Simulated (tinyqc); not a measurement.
Nucleation and growth of vacancy voids in a cooling silicon-like crystal. Changing the void surface energy gamma. Computed by tinyqc, a small Python program. Command: `OMP_NUM_THREADS=1 python tinyqc.py 3030289 3030290 out.jsonl voids sweep`. One thread of a shared host (Intel(R) Xeon(R) Processor @ 2.30GHz), about 0.3 s of CPU time with the checks.

Spherical voids; vacancies are lost only to voids.

Inputs (values chosen for the exercise, close to those used for silicon):
```
quantity,value,unit
vacancy density at the melting point C_m,6.5e+14,1/cm^3
formation energy E_f,3.95,eV
melting point T_m,1685,K
diffusion prefactor D0,0.0019,cm^2/s
migration energy E_m,0.46,eV
site density rho,5e+22,1/cm^3
cooling rate q,1.1,K/min
vacancy excess C0,8.7e+13,1/cm^3
temperature step,0.2,K
```

Vacancy supply: given.

Constants: k_B = 8.617333262e-05 eV/K; k_B = 1.380649e-23 J/K.

Method:
- C = C0 as given.
- C_e = C_m exp[-(E_f/k_B)(1/T - 1/T_m)]; D = D0 exp(-E_m/(k_B T)); f = k_B T ln(C/C_e); r* = 2 gamma/(rho f); W* = 16 pi gamma^3/(3 rho^2 f^2); Z = f/sqrt(12 pi W* k_B T); I = rho Z (4 pi r* D C) exp(-W*/(k_B T)).
- March down from 1500 K in steps dT, dt = dT/q, with values at the upper end of each step: a class of I dt voids is born with r*; then all classes grow by r^2 += 2 D (C - C_e) dt/rho; C falls by the vacancies added to voids. Stop at 1150 K. T_n is the T of the largest I, N the final count (classes under 1e-6 /cm^3 are dropped), and the mean radius the number average.

One run for each value:
```
void surface energy gamma (J/m^2),temperature of peak nucleation T_n (K),void density N (1/cm^3),mean radius (nm)
0.700,1448.8,3.5106e+05,105.35
0.767,1430.6,3.3496e+05,106.92
0.833,1411.6,3.2786e+05,107.59
0.900,1391.2,3.2767e+05,107.49
0.967,1369.8,3.3352e+05,106.73
1.030,1348.4,3.4415e+05,105.48
1.100,1323.6,3.6184e+05,103.57
```

Over the rows, temperature of peak nucleation T_n (K) falls from 1450 to 1320 (exponent d ln y / d ln x -0.14 between the first rows and -0.28 between the last); void density N (1/cm^3) goes from 351000 through a minimum among these rows, 328000 at 0.900, to 362000; mean radius (nm) goes from 105 through a maximum among these rows, 108 at 0.833, to 104. The surface energy sets the supersaturation needed and so T_n; N and r respond far less than the rate at fixed T would.

Extremes, crossings and ranges named in words are read from the listed rows.
